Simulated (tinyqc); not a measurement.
Schottky barrier on an n-type semiconductor with a surface-enhanced doping, non-linear Poisson equation by Newton steps: one step of the calculation.

One dimension, metal at x = 0, donor density C(x) = Nd + N0 exp(-x/Ls). Energies are counted from the electron Fermi level of the semiconductor and the conduction-band edge is Ec = -psi, so n = Nc exp(psi/Vt); holes follow the Fermi level of the metal, at -V, so p = Nv exp((V - psi - Eg)/Vt). Ends: psi(0) = V - phiB and psi = Vt ln(Nd/Nc) deep inside. Boltzmann statistics, full ionisation, no current, no image force in the Poisson equation.

Problem. Converged densities, field and barrier lowering. n and p as above; E_i = -(psi_(i+1) - psi_i)/h_i; at the metal |E_0| = |E on interval 0| + q rho_0 (h_0/2)/(eps0 eps_r), rho_0 = p_0 - n_0 + C_0; image-force lowering dphi = sqrt(q |E_0|/(4 pi eps0 eps_r)).

Values chosen for this exercise; band and dielectric values those of a made-up semiconductor:
- T = 300 K (temperature)
- Eg = 2.56 eV (band gap)
- eps_r = 9.12 (relative permittivity)
- Nc = 1.98e19 cm^-3 (conduction-band density of states at T)
- Nv = 2.21e19 cm^-3 (valence-band density of states at T)
- V = 0 V (bias of the metal against the semiconductor)

Constants: q = 1.602176634e-19 C, kB = 1.380649e-23 J/K, Vt = kB T/q, eps0 = 8.8541878128e-14 F/cm where lengths are in cm. Results are converted to the units shown.

x, node 0 to 9 (nm): [0, 53, 123, 215, 337, 497, 709, 988, 1360, 1840]
converged psi, node 0 to 9 (V): [-1.6400000, -0.4101291, -0.1440577, -0.1504135, -0.1625218, -0.1701514, -0.1729744, -0.1735429, -0.1736032, -0.1736061]
donor density C, node 0 to 9 (cm^-3): [2.34e17, 1.5902242e17, 9.9347258e16, 5.9003248e16, 3.6664138e16, 2.7338230e16, 2.4570509e16, 2.4055786e16, 2.4002513e16, 2.4000046e16]

Find: n; p; field E; |E_0| at the metal; image-force lowering.

Solution.

n, node 0 to 9 (cm^-3): [5.570e-9, 2.552e12, 7.527e16, 5.886e16, 3.685e16, 2.743e16, 2.459e16, 2.406e16, 2.400e16, 2.400e16]
p, node 0 to 9 (cm^-3): [7746, 1.691e-17, 5.733e-22, 7.330e-22, 1.171e-21, 1.573e-21, 1.754e-21, 1.793e-21, 1.798e-21, 1.798e-21]
field E, interval 0 to 8 (kV/cm): [-232.1, -38.0, 0.7, 1.0, 0.5, 0.1, 0.0, 0.0, 0.0]
|E_0| at the metal = 355.1 kV/cm
image-force lowering = 74.88 mV

Program tinyqc, `OMP_NUM_THREADS=1 python tinyqc.py 2020122 2020123 out.jsonl`; Intel Xeon 2.30GHz, shared host, one thread, about 0.1 s.
